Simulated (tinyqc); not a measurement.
Input admittance of a MOSFET at zero drain bias: distributed channel and distributed gate: two steps of the calculation.

Source and drain grounded, strong inversion, w = 2 pi f, Cox = eps0 eox/tox. The channel is an RC line of resistance 1/(mu Cox Vo) per square fed from both ends, so one finger has the intrinsic admittance y = i w Cox L tanh(g)/g per width, g = (1/2) sqrt(i w tau), tau = L^2/(mu Vo). The vertical resistance rv/L is in series with y, the overlaps 2 i w Cov in parallel: y_t = 1/(1/y + rv/L) + 2 i w Cov. The gate strip is a line of Rsh/L per length loaded by y_t, so a finger has Y = y_t Wf tanh(k)/k, k = (Wf/sd) sqrt(y_t Rsh/L); the device has Nf Y.

Inputs (values chosen for the exercise); values of the order met in silicon radio-frequency transistors: relative permittivity of the gate insulator (close to silicon dioxide) eox = 3.9; insulator thickness tox = 7.8 nm; channel length L = 0.29 um; finger width Wf = 8.4 um; number of fingers Nf = 1; channel mobility mu = 130 cm^2/(V s); gate overdrive Vo = 0.73 V; sheet resistance of the gate Rsh = 15 ohm/square; vertical resistivity of the gate stack rv = 0 ohm um^2; number of ends at which a finger is contacted sd = 1; overlap and fringe capacitance on each side Cov = 0.16 fF/um; frequency f = 3.3 GHz.

Constants: eps0 = 8.8541878128e-14 F/cm where lengths are in cm. Results are converted to the units shown.

Question 1. Low-frequency resistances and capacitance. Low-frequency limits, with c = Cox L and ct = c + 2 Cov: R_strip = Rsh Wf/(3 sd^2 L Nf), R_ch = (c/ct)^2 L/(12 mu Cox Vo Wf Nf), R_vert = (c/ct)^2 rv/(L Wf Nf), C = ct Wf Nf.

Wanted: parts; sum; C; 1/(2 pi R C).

Answer 1.

parts (ohm): strip 144.8, channel 43.88, vertical 0
sum = 188.7 ohm
C = 13.47 fF
1/(2 pi R C) = 62.60 GHz

The strip term is the largest, 76.7 % of the sum.

Question 2. Input impedance of the device. k and Y as defined; Z = 1/(Nf Y) = R + 1/(i w C); Q = |Im Z|/R; signal at the point farthest from a contact |1/cosh k|.

y_t = 0.407478+33.247709i uS/um

Wanted: k; Nf Y; R; C; Q; signal at the far point.

Answer 2.

k = 0.24783+0.24481i
Nf Y = 0.01467+0.27846i mS
R = 188.68 ohm
C = 13.467 fF
Q = 18.981
signal at the far point = 0.99803

Computed by the program tinyqc: `OMP_NUM_THREADS=1 python tinyqc.py 2262068 2262069 out.jsonl`, one thread of a shared Intel Xeon 2.30GHz, about 0.01 s for the whole run.
